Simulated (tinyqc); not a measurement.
Inside a calculation. Model: defect equilibria of an oxide against oxygen pressure (mass action). Computed by tinyqc, a small Python program that keeps every step. Command: `OMP_NUM_THREADS=1 python tinyqc.py 3027695 3027696 out.jsonl brouwer walk`. One thread of a shared host (Intel(R) Xeon(R) Processor @ 2.30GHz), about 0.01 s of CPU time with the checks. Intermediate numbers are printed to about 5 digits and carried at full precision; extremes and crossings named in words are read from the listed rows.

Defects: oxygen vacancies V (charge +2), electrons n, holes p, the ionic partner X = O_i'' (charge -2), and the dopant. Activities are taken equal to concentrations.

Inputs (values chosen for the exercise, for a model oxide):

| quantity | value | unit |
|---|---|---|
| reduction enthalpy H_r | 4.76 | eV |
| prefactor K_r0 | 4e+68 | cm^-9 atm^(1/2) |
| gap E_g | 4.18 | eV |
| prefactor N_c N_v | 2.1e+41 | cm^-6 |
| disorder enthalpy H_s | 2.33 | eV |
| prefactor K_s0 | 2.1e+44 | cm^-6 |
| dopant density N_d | 3.5e+18 | cm^-3 |
| temperature T | 1200 | K |
| oxygen pressure P | 0.4 | atm |
| electron mobility mu_n | 3.7 | cm^2/(V s) |
| hole mobility mu_p | 0.022 | cm^2/(V s) |
| vacancy diffusion prefactor D_0 | 0.052 | cm^2/s |
| vacancy migration energy E_m | 1.1 | eV |

Ionic disorder: anion Frenkel. Dopant (singly charged, fully ionised): acceptor.

Constants: k_B = 8.617333262e-05 eV/K; e = 1.602176634e-19 C.

## Equilibrium constants

K_r = K_r0 exp(-H_r/k_B T) = [V] n^2 P^(1/2); K_i = N_c N_v exp(-E_g/k_B T) = n p; K_s = K_s0 exp(-H_s/k_B T) = [X] [V].

K_r = 4.0826e+48 cm^-9 atm^(1/2)

K_i = 5.8478e+23 cm^-6

K_s = 3.4407e+34 cm^-6

## Trial electron densities

Neutrality: 2 [V] + p = n + 2 [X] + N_d. With n as the unknown, [V] = K_r/(n^2 P^(1/2)), p = K_i/n, [X] = K_s/[V]; the log ratio is ln(positive/negative).

Densities (cm^-3):

| n | [V] | p | [X] | log ratio |
|---|---|---|---|---|
| 1.00e+13 | 6.4552e+22 | 5.8478e+10 | 5.3302e+11 | 10.516 |
| 1.00e+14 | 6.4552e+20 | 5.8478e+09 | 5.3302e+13 | 5.910 |
| 1.00e+15 | 6.4552e+18 | 5.8478e+08 | 5.3302e+15 | 1.302 |
| 1.00e+16 | 6.4552e+16 | 5.8478e+07 | 5.3302e+17 | -3.568 |
| 1.00e+17 | 6.4552e+14 | 5.8478e+06 | 5.3302e+19 | -11.355 |

## Solution at the given pressure

The root is found by 60 bisections in ln n between n = 1e-10 and 1e25 cm^-3.

n = 1.9095e+15 cm^-3

[V] = 1.7704e+18 cm^-3

p = 3.0625e+08 cm^-3

[X] = 1.9435e+16 cm^-3

The largest terms give the Brouwer balance 2 [V] = N_d; the smaller of the two terms is 99 % of the total charge of one sign.

## Conductivities

sigma_n = e n mu_n, sigma_p = e p mu_p, sigma_ion = 2 e [V] mu_V with mu_V = 2 e D/(k_B T) and D = D_0 exp(-E_m/k_B T); only the oxygen vacancies carry ionic current, and the ionic transport number is sigma_ion over the total.

sigma_n = 0.0011320 S/cm

sigma_p = 1.0795e-12 S/cm

sigma_ion = 1.3693e-05 S/cm

total conductivity = 0.0011457 S/cm

ionic transport number = 0.011952

The conductor is mainly n-type electronic here.

## Brouwer diagram

The slope is d log n / d log P from this row and the one above; the last column names the largest term on each side. Pressures that give more than 3e21 cm^-3 are left out.

Log10 of the densities in cm^-3:

| log10 P (atm) | n | [V] | p | [X] | slope of n | balance |
|---|---|---|---|---|---|---|
| -28 | 20.970 | 20.671 | 2.7969 | 13.866 | - | 2 [V] = n |
| -24 | 20.301 | 20.008 | 3.4655 | 14.529 | -0.16716 | 2 [V] = n |
| -20 | 19.626 | 19.359 | 4.1412 | 15.177 | -0.16892 | 2 [V] = n |
| -16 | 18.920 | 18.772 | 4.8474 | 15.765 | -0.17654 | 2 [V] = n |
| -12 | 18.114 | 18.383 | 5.6529 | 16.154 | -0.20139 | 2 [V] = N_d |
| -8 | 17.173 | 18.266 | 6.5943 | 16.271 | -0.23534 | 2 [V] = N_d |
| -4 | 16.181 | 18.250 | 7.5864 | 16.287 | -0.24802 | 2 [V] = N_d |
| 0 | 15.181 | 18.248 | 8.5855 | 16.289 | -0.24979 | 2 [V] = N_d |

Regimes: 2 [V] = n from log P = -28 to -16, where that balance predicts a slope of -1/6 and the table comes as close as -0.167; 2 [V] = N_d from log P = -12 to 0, where that balance predicts a slope of -1/4 and the table comes as close as -0.250. Rows with n or p near or above sqrt(N_c N_v) are degenerate, and n p = K_i is then only nominal.

## Conductivity against oxygen pressure

The formulas are those given above.

Log10 of the conductivities in S/cm:

| log10 P (atm) | n-type | p-type | ionic | total | ionic transport number |
|---|---|---|---|---|---|
| -28 | 2.7430 | -17.656 | -2.4409 | 2.7430 | 0.000007 |
| -24 | 2.0744 | -16.987 | -3.1036 | 2.0744 | 0.000007 |
| -20 | 1.3987 | -16.312 | -3.7522 | 1.3987 | 0.000007 |
| -16 | 0.6925 | -15.606 | -4.3399 | 0.6926 | 0.000009 |
| -12 | -0.1130 | -14.800 | -4.7288 | -0.1130 | 0.000024 |
| -8 | -1.0544 | -13.859 | -4.8460 | -1.0543 | 0.000162 |
| -4 | -2.0465 | -12.867 | -4.8619 | -2.0458 | 0.001527 |
| 0 | -3.0456 | -11.867 | -4.8636 | -3.0391 | 0.014980 |

The ionic transport number stays at or below about 0.015: no electrolytic window. The total has no minimum inside this range.

Checks made by the program: the three mass-action laws (relative difference below 1e-10).
